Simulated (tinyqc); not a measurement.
Threshold spread from leakage statistics.

Inverse problem. VT is Gaussian with standard deviation s and Ioff goes as exp(-VT/(n Vt)), so Ioff is log-normal: mean/median = exp(w^2/2) with w = s/(n Vt). Find w, s, the relative standard deviation sqrt(exp(w^2) - 1) and the share of devices that leak more than the mean, erfc(w/(2 sqrt(2)))/2.

Inputs (values chosen for the exercise):
- T = 350 K (temperature)
- n = 1.28 (subthreshold factor)

Constants: q = 1.602176634e-19 C, kB = 1.380649e-23 J/K, Vt = kB T/q. Results are converted to the units shown.

mean/median of the off current = 1.4312420

Solution. w = sqrt(2 ln(mean/median)); the mean lies w/2 standard deviations out in ln Ioff.

w = 0.8468
s = 32.69 mV
relative standard deviation = 1.024
share above the mean = 33.60 %

Program tinyqc, `OMP_NUM_THREADS=1 python tinyqc.py 2090119 2090120 out.jsonl`; Intel Xeon 2.30GHz, shared host, one thread, about 0.01 s.
